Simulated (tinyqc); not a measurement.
From one set of inputs to another, one input at a time: specific resistance of a metal-semiconductor contact and its transmission-line measurement. Computed by tinyqc, a small Python program. Command: `OMP_NUM_THREADS=1 python tinyqc.py 3011726 3011727 out.jsonl contact ladder`. One thread of a shared host (Intel(R) Xeon(R) Processor @ 2.30GHz), about 0.02 s of CPU time with the checks.

The barrier is parabolic (depletion approximation), energies E are normal energies counted from the band edge in the neutral semiconductor (downwards for holes), and the bias is zero. xi is an input, held fixed when other inputs move.

The inputs printed are set A. Set A is modelled on n-type GaAs; the values taken over come from a set modelled on p-type SiGe. Inputs not listed in the table keep their values of set A, so the rows need not describe a real material.

Inputs (values chosen for the exercise, modelled on n-type GaAs):
```
quantity                                         value          unit
tunnelling mass m                                 0.07           m_0
permittivity eps                                  12.9             -
Richardson constant A*                            7.97  A/(cm^2 K^2)
barrier height phi_B                              0.59            eV
doping N                                         5e+18        1/cm^3
Fermi level above the band edge in the bulk, xi   0.12            eV
temperature T                                      500             K
sheet resistance R_sh                              670           ohm
contact length d                                  0.31    micrometre
contact width W                                     44    micrometre
```

Image-force lowering: left out.

Constants: hbar = 1.054571817e-34 J s; eps_0 = 8.8541878128e-12 F/m; m_0 = 9.1093837015e-31 kg; k_B = 8.617333262e-05 eV/K; e = 1.602176634e-19 C.

Method:
- E_00 = (e hbar/2) sqrt(N/(eps eps_0 m)); band bending E_b = phi_B + xi; depletion width w = sqrt(2 eps eps_0 E_b/(e^2 N)).
- WKB transmission for E < E_b, with a = E/E_b: D = exp{-(E_b/E_00) [sqrt(1 - a) - a ln((1 + sqrt(1 - a))/sqrt(a))]}; D = 1 above.
- At zero bias 1/rho_c = (e A*/k_B^2) int D(E) f(E) dE, f = 1/(1 + exp((E - xi)/k_B T)); 200 Gauss-Legendre points from 0 to E_b, and k_B T ln(1 + exp((xi - E_b)/k_B T)) for the part above the barrier; the share of tunnelling is the part below.
- Transmission-line model: transfer length L_T = sqrt(rho_c/R_sh); R_c = (R_sh L_T/W) coth(d/L_T). Limits: rho_c/(W d) for d << L_T, sqrt(rho_c R_sh)/W for d >> L_T.

Each row keeps all changes above it; columns: (1) input moved; (2) from; (3) to; (4) specific contact resistance rho_c (ohm cm^2); (5) transfer length L_T (micrometre); (6) depletion width (nm):
```
(1)                                      (2)      (3)         (4)         (5)     (6)
set A                                      -        -  4.9049e-05  2.7057e+00  14.229
contact length d (micrometre)           0.31       20  4.9049e-05  2.7057e+00  14.229
Richardson constant A* (A/(cm^2 K^2))   7.97       30  1.3031e-05  1.3946e+00  14.229
contact width W (micrometre)              44       37  1.3031e-05  1.3946e+00  14.229
tunnelling mass m (m_0)                 0.07     0.29  2.4825e-04  6.0870e+00  14.229
permittivity eps                        12.9       13  2.5108e-04  6.1217e+00  14.284
temperature T (K)                        500      200  2.0165e+00  5.4861e+02  14.284
doping N (1/cm^3)                      5e+18  1.3e+19  2.7714e-03  2.0338e+01   8.859
```

Where does the difference come from?

Specific contact resistance rho_c goes from 4.90e-5 to 0.00277, a factor 56.5 in all. The largest single move comes from temperature T (a factor 8030), and doping N works against it (a factor 0.00137). Transfer length L_T goes from 2.71 to 20.3, a factor 7.52 in all. The largest single move comes from temperature T (a factor 89.6), and doping N works against it (a factor 0.0371). Depletion width goes from 14.2 to 8.86, a factor 0.623 in all. The largest single move comes from doping N (a factor 0.620). The single moves hold for this order of the switches; the total does not depend on the order.

Extremes, crossings and ranges named in words are read from the listed rows.
